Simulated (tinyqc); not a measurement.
Comparisons within one model: Shockley state of an s-p chain by decimation. A value that a table varies takes the place of the one given here.

Each site has s at -d/2 and p at +d/2: H0 = diag(-d/2, d/2). The block to the next site on the right is H1 = [[-ts, u], [-u, tp]] (rows s, p of site n; columns s, p of site n + 1). Bulk: H(k) = [[-d/2 - 2 ts cos k, 2i u sin k], [-2i u sin k, d/2 + 2 tp cos k]]. The bands are inverted at k = pi if d < 2 (ts + tp).

Decimation (Sancho-Rubio) at z = E + i eta: start with es = e = H0, A = H1, B = H1^T. Each round forms g = (z - e)^-1 and sets es += A g B, e += A g B + B g A, A = A g A, B = B g B, doubling the length covered. Stop when all |A| < 1e-10. Surface G = (z - es)^-1, bulk G = (z - e)^-1; densities -Im tr G/pi.

Inputs chosen for the exercise: d = 6.59 eV (Ep - Es); ts = 1.21 eV (s-s hopping); tp = 1.03 eV (p-p hopping); u = 0.64 eV (s-p hopping); eta = 0.02 eV (broadening); E1 = -1.08 eV (first energy); dE = 0.251 eV (step); E = -0.51 eV (energy).

## Surface against bulk across the gap

Eleven energies E1 + j dE.

Densities (1/eV):

| E (eV) | surface | bulk |
|---|---|---|
| -1.080 | 0.1012 | 0.2749 |
| -0.829 | 0.0092 | 0.1055 |
| -0.578 | 0.0030 | 0.0083 |
| -0.327 | 0.0022 | 0.0040 |
| -0.076 | 0.0018 | 0.0029 |
| 0.175 | 0.0018 | 0.0026 |
| 0.426 | 0.0019 | 0.0029 |
| 0.677 | 0.0023 | 0.0041 |
| 0.928 | 0.0034 | 0.0083 |
| 1.179 | 0.0099 | 0.0859 |
| 1.430 | 0.1222 | 0.2997 |

edges of the bulk gap (201 k points) (eV): -0.8750  1.2350

What does this show?

Inside the gap the bulk density is only the tail of the broadening, at least 0.0026. The surface density has no peak there, and a chain of 60 sites has no level in the gap.

## Through the band inversion

d = f 2 (ts + tp). Gap edges from 201 k points; levels in the gap from an open chain of 60 sites (their mean, and the weight on the two end sites summed over them, divided by their number); a dash: none.

Against d:

| f | d (eV) | top of lower band (eV) | bottom of upper band (eV) | levels in the gap | mean level (eV) | end weight |
|---|---|---|---|---|---|---|
| 0.10 | 0.448 | -1.2376 | 1.2911 | 2 | 0.0180 | 0.917 |
| 0.30 | 1.344 | -1.1055 | 1.2659 | 2 | 0.0540 | 0.843 |
| 0.50 | 2.240 | -0.8765 | 1.1438 | 2 | 0.0900 | 0.695 |
| 0.70 | 3.136 | -0.4920 | 0.8520 | 2 | 0.1260 | 0.472 |
| 0.85 | 3.808 | -0.1560 | 0.5160 | 2 | 0.1530 | 0.257 |
| 1.15 | 5.152 | -0.1560 | 0.5160 | 0 | - | - |
| 1.30 | 5.824 | -0.4920 | 0.8520 | 0 | - | - |
| 1.60 | 7.168 | -1.1640 | 1.5240 | 0 | - | - |

How do the results move?

Levels in the gap appear for f = 0.1, 0.3, 0.5, 0.7 and 0.85 and for none of the other rows; the gap closes at f = 1. The level lies at 0.0180 eV for f = 0.1 and 0.1530 eV for f = 0.85, on the line E = d (ts - tp)/(2 (ts + tp)), and its end weight goes from 0.92 to 0.26: no shift of the surface potential is needed, the inversion alone binds it.

## What each parameter does

Gap edges from 201 k points between 0 and pi, and the surface density at E by decimation. Each row changes one parameter from the base and keeps the others.

Results:

| case | top of lower band (eV) | bottom of upper band (eV) | surface density (1/eV) |
|---|---|---|---|
| base | -0.8750 | 1.2350 | 0.0027 |
| d = 7.249 eV | -1.2045 | 1.5645 | 0.0017 |
| ts = 1.331 eV | -0.6330 | 1.2350 | 0.0048 |
| tp = 1.133 eV | -0.8750 | 1.0290 | 0.0027 |
| u = 0.704 eV | -0.8750 | 1.2350 | 0.0027 |
| eta = 0.04 eV | -0.8750 | 1.2350 | 0.0054 |

What does this show?

The largest shifts from the base row, up to three for each result and ties (the steps differ in size, so this ranks the rows, not the parameters). top of lower band (eV): d -0.3295, ts +0.2420; unchanged at the printed digits by tp, u and eta. bottom of upper band (eV): d +0.3295, tp -0.2060; unchanged at the printed digits by ts, u and eta. surface density (1/eV): eta +0.0027, ts +0.0021, d -0.0010; unchanged at the printed digits by tp and u. The base chain is not inverted, so no surface state lies in the gap; E lies in the gap.

tinyqc: `OMP_NUM_THREADS=1 python tinyqc.py 1450234 1450235 out.jsonl`; about 0.2 s, one thread, shared Intel(R) Xeon(R) Processor @ 2.30GHz.
